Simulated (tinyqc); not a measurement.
Comparisons within one model: carrier statistics of a doped semiconductor with parabolic bands. A value that a table varies takes the place of the one given here.

Eg(T) = Eg0 - al T^2/(T + be); m_de = Mv^(2/3) (ml mt^2)^(1/3); m_dh = (mhh^(3/2) + mlh^(3/2))^(2/3); Nc and Nv from N = 2 (m kB T/(4 pi c))^(3/2) with c = hbar^2/2m0, in 1/angstrom^3; times 1e24 for 1/cm^3.

Energies are counted from Ev, so Ec = Eg. n = Nc F_1/2((EF - Eg)/kT), p = Nv F_1/2(-EF/kT), ND+ = ND/(1 + 2 exp((EF - Eg + ED)/kT)), NA- = NA/(1 + 4 exp((EA - EF)/kT)); neutrality asks p + ND+ = n + NA-. F_j(eta) = (1/Gamma(j + 1)) integral_0^infinity x^j dx/(1 + exp(x - eta)), which tends to exp(eta) for eta << 0.

Constants: hbar^2/2m0 = 3.80998211 eV angstrom^2; kB = 8.617333262e-05 eV/K.

Inputs chosen for the exercise (near those of Ge; not measured data): Eg0 = 0.7518 eV (gap at 0 K); al = 0.000459 eV/K (Varshni alpha); be = 242 K (Varshni beta); ml = 1.54 m0 (longitudinal electron mass); mt = 0.0797 m0 (transverse electron mass); Mv = 4 (equivalent valleys); mhh = 0.349 m0 (heavy-hole mass); mlh = 0.0447 m0 (light-hole mass); ND = 8.2e+13 1/cm^3 (donors); NA = 1.4e+14 1/cm^3 (acceptors); ED = 0.0118 eV (donor level below Ec); EA = 0.0107 eV (acceptor level above Ev); T = 200 K.

## Temperature

Neutrality solved at each temperature; ni = sqrt(Nc Nv) exp(-Eg/2kT).

Carriers (1/cm^3):

| T (K) | EF (eV) | n | p | majority / \|ND - NA\| | ni | Eg (eV) |
|---|---|---|---|---|---|---|
| 10 | 0.0122 | <1e-99 | 2.36e+10 | 0.000406 | <1e-99 | 0.7516 |
| 20 | 0.0147 | <1e-99 | 1.84e+13 | 0.318 | 2.93e-78 | 0.7511 |
| 40 | 0.0292 | 9.26e-74 | 5.54e+13 | 0.956 | 2.27e-30 | 0.7492 |
| 77 | 0.0624 | 3.53e-27 | 5.78e+13 | 0.996 | 4.52e-07 | 0.7433 |
| 120 | 0.1041 | 9.25e-09 | 5.79e+13 | 0.999 | 732 | 0.7335 |
| 200 | 0.1867 | 3.47e+05 | 5.80e+13 | 1.00 | 4.49e+09 | 0.7103 |
| 300 | 0.2942 | 3.88e+12 | 6.19e+13 | 1.07 | 1.55e+13 | 0.6756 |
| 400 | 0.3073 | 1.06e+15 | 1.12e+15 | 19.3 | 1.09e+15 | 0.6374 |
| 500 | 0.2854 | 1.54e+16 | 1.55e+16 | 266 | 1.54e+16 | 0.5972 |
| 600 | 0.2620 | 9.61e+16 | 9.61e+16 | 1.66e+03 | 9.62e+16 | 0.5556 |

Ionisation is incomplete: the majority density is below 90 % of the net doping at 10 and 20 K, down to a share of 0.00041. It is within 10 % of the net doping at 40, 77, 120, 200 and 300 K. At 400, 500 and 600 K thermal pairs lift it more than 10 % above the net doping; ni has reached 9.62e+16 1/cm^3 at 600 K against a net doping of 5.80e+13. EF goes from 0.012 eV to 0.262 eV, where midgap is 0.278 eV and the intrinsic level (Boltzmann) 0.262 eV.

## Doping level

Only acceptors are present (ND = 0); eta is the distance of EF beyond the valence edge in units of kT.

Neutral state:

| NA (1/cm^3) | EF (eV) | majority (1/cm^3) | ionised share | eta |
|---|---|---|---|---|
| 1.0e+14 | 0.1774 | 1.00e+14 | 1.000 | -10.29 |
| 1.0e+15 | 0.1377 | 9.97e+14 | 0.997 | -7.99 |
| 1.0e+16 | 0.0984 | 9.76e+15 | 0.976 | -5.71 |
| 1.0e+17 | 0.0614 | 8.26e+16 | 0.826 | -3.56 |
| 1.0e+18 | 0.0313 | 4.53e+17 | 0.453 | -1.82 |
| 3.0e+18 | 0.0192 | 8.71e+17 | 0.290 | -1.11 |
| 1.0e+19 | 0.0066 | 1.65e+18 | 0.165 | -0.38 |
| 3.0e+19 | -0.0047 | 2.78e+18 | 0.093 | 0.27 |

The impurity level lies at 0.0107 eV. The ionised share falls from 1.000 to 0.093 as EF passes through it between 3e+18 and 1e+19 1/cm^3 (share 1/5 there); it is below one half from 1e+18 1/cm^3 on. Over the last two rows the doping grows threefold and the majority density by a factor 1.69. EF comes within 3 kT of the majority band edge from 1e+18 1/cm^3 on. Above roughly 5e+17 1/cm^3 (N^(1/3) a = 0.26, with the radius a = sqrt(c/(m E)) from the ionisation energy E and the mass mhh) the levels merge with the band and real ionisation is complete; sharp levels then overstate freeze-out.

## What each input does

Neutrality solved anew for each case. Each row changes one parameter from the base and keeps the others.

Results:

| case | EF (eV) | n (1/cm^3) | p (1/cm^3) |
|---|---|---|---|
| base | 0.1867 | 3.47e+05 | 5.80e+13 |
| T = 180 K | 0.1656 | 1.73e+03 | 5.80e+13 |
| ND = 1.64e+14 1/cm^3 | 0.4978 | 2.40e+13 | 8.39e+05 |
| NA = 1.82e+14 1/cm^3 | 0.1774 | 2.01e+05 | 1.00e+14 |
| Eg0 = 0.8018 eV | 0.1867 | 1.91e+04 | 5.80e+13 |
| mt = 0.0956 m0 | 0.1867 | 4.17e+05 | 5.80e+13 |
| mhh = 0.4188 m0 | 0.1913 | 4.52e+05 | 5.80e+13 |
| EA = 0.016 eV | 0.1868 | 3.47e+05 | 5.80e+13 |

The largest shifts from the base row, up to three for each result and ties (the steps differ in size, so this ranks the rows, not the parameters). EF (eV): ND +0.3111, T -0.0211, NA -0.0094; unchanged at the printed digits by Eg0 and mt. n (1/cm^3): ND +2.40e+13, T -3.46e+05, Eg0 -3.28e+05; unchanged at the printed digits by EA. p (1/cm^3): ND -5.80e+13, NA +4.20e+13; unchanged at the printed digits by T, Eg0, mt, mhh and EA.

Computed by tinyqc, a small Python program: `OMP_NUM_THREADS=1 python tinyqc.py 1680406 1680407 out.jsonl` (the numbers bound the seed that draws the inputs); one thread of a shared host (Intel(R) Xeon(R) Processor @ 2.30GHz), about 0.01 s for the whole set of steps.
